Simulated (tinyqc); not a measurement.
## Capacitances against the line height

Endless row of lines of width wl, height tl and space sl between grounded planes at distance hd; e2 fills the gaps beside the lines, e1 the rest. Laplace's equation is solved on meshes of 3, 6 and 12 steps per unit u and extrapolated (Aitken), which is good to about 0.2 %. C_even (all lines at 1 V) is the capacitance Cg to the planes; C_odd (neighbours in antiphase) = Cg + 4 Cc if only nearest neighbours couple, which defines Cc; total with quiet neighbours Cg + 2 Cc. Plate values 2 eps0 e1 wl/hd and eps0 e2 tl/sl.

Inputs (values chosen for the exercise):
- e1 = 4.2 (relative permittivity above and below the lines)
- e2 = 2 (relative permittivity between the lines)
- wl = 6 u (line width, in units u)
- sl = 6 u (space between lines)
- hd = 6 u (distance to each plane)

Constants: eps0 = 8.8541878128e-12 F/m. Results are converted to the units shown.

The same in every row: plate Cg (aF/um) = 74.4.

Result of one run:

| Cg (aF/um) | Cc (aF/um) | Cg + 2 Cc (aF/um) | C_odd (aF/um) | plate Cc (aF/um) | share of coupling, 2 Cc/(Cg + 2 Cc) (%) |
|---|---|---|---|---|---|
| 131 | 20.7 | 172 | 214 | 11.8 | 24.0 |

Which line height tl gave this result: 2, 4, 8 or 16 u?

tl = 4 u.

The whole series:

| tl (u) | Cg (aF/um) | Cc (aF/um) | Cg + 2 Cc (aF/um) | C_odd (aF/um) | plate Cc (aF/um) | share of coupling, 2 Cc/(Cg + 2 Cc) (%) |
|---|---|---|---|---|---|---|
| 2 | 129 | 15.2 | 159 | 190 | 5.90 | 19.1 |
| 4 | 131 | 20.7 | 172 | 214 | 11.8 | 24.0 |
| 6 | 132 | 26.4 | 185 | 237 | 17.7 | 28.6 |
| 8 | 132 | 32.2 | 197 | 261 | 23.6 | 32.7 |
| 12 | 132 | 44.0 | 220 | 308 | 35.4 | 39.9 |
| 16 | 132 | 55.8 | 244 | 355 | 47.2 | 45.7 |

As tl goes from 2 to 16, Cg rises from 129 to 132 aF/um, Cc rises from 15.2 to 55.8 aF/um and the share of coupling rises from 19.1 to 45.7 %. Cg is 1.73 times its plate value in the first row and 1.78 times in the last; for Cc the ratios are 2.58 and 1.18. Neighbours in antiphase raise the load by a factor of 1.19 and 1.46 over quiet ones.

tinyqc, about 1 s, one thread, Intel Xeon 2.30GHz (shared host): `OMP_NUM_THREADS=1 python tinyqc.py 2790226 2790227 out.jsonl`
